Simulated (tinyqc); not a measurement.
Shallow donor in an anisotropic valley (effective-mass theory): one step. The minimum. Three cases, with inputs chosen for the exercise.

Task: Minimise over a and b. The Mott estimate n_c = (0.25/a_m)^3 uses a_m = (a^2 b)^(1/3); 1/angstrom^3 = 1e24/cm^3.

One valley: H = -c [(d2/dx2 + d2/dy2)/mt + (d2/dz2)/ml] - q/(eps r), c = hbar^2/2m0, q = e^2/(4 pi eps0). Trial function exp(-sqrt((x^2 + y^2)/a^2 + z^2/b^2)) with a > b: T = (c/3)(2/(mt a^2) + 1/(ml b^2)), V = -(q/eps) atan(u/b)/u, u = sqrt(a^2 - b^2). The central cell of the impurity is left out.

Constants: hbar^2/2m0 = 3.80998211 eV angstrom^2; e^2/(4 pi eps0) = 14.39964547 eV angstrom.

Give: a; b; E; a_m; n_c.

Case 1.

Values chosen (out of a larger set: near those of GaP; not measured data): ml = 1.983 m0 (longitudinal mass); mt = 0.243 m0 (transverse mass); eps = 11.1 (dielectric constant).

Result:

a = 16.74 angstrom
b = 8.00 angstrom
E = -47.313 meV
a_m = 13.09 angstrom
n_c = 6.97 x 1e18/cm^3

b/a = 0.478. The binding energy is 1.763 times Ry*(mt). The central cell of a real donor shrinks the orbit and raises n_c.

Case 2.

Values chosen (out of a larger set: near those of AlAs; not measured data): ml = 1.058 m0 (longitudinal mass); mt = 0.197 m0 (transverse mass); eps = 10 (dielectric constant).

Result:

a = 19.76 angstrom
b = 10.93 angstrom
E = -43.063 meV
a_m = 16.22 angstrom
n_c = 3.66 x 1e18/cm^3

b/a = 0.553. The binding energy is 1.607 times Ry*(mt). The central cell of a real donor shrinks the orbit and raises n_c.

Case 3.

Values chosen (out of a larger set: near those of a group-V donor in Si; not measured data): ml = 0.93 m0 (longitudinal mass); mt = 0.19 m0 (transverse mass); eps = 11.1 (dielectric constant).

Result:

a = 23.07 angstrom
b = 13.18 angstrom
E = -32.979 meV
a_m = 19.14 angstrom
n_c = 2.23 x 1e18/cm^3

b/a = 0.571. The binding energy is 1.572 times Ry*(mt). The central cell of a real donor shrinks the orbit and raises n_c (3.7 x 1e18/cm^3 for P in Si).

Computed by tinyqc, one run a case: `OMP_NUM_THREADS=1 python tinyqc.py N N+1 out.jsonl` with N = 1251734, 1251775, 1252374; one thread of a shared Intel(R) Xeon(R) Processor @ 2.30GHz, about 0.01 s a run at most.
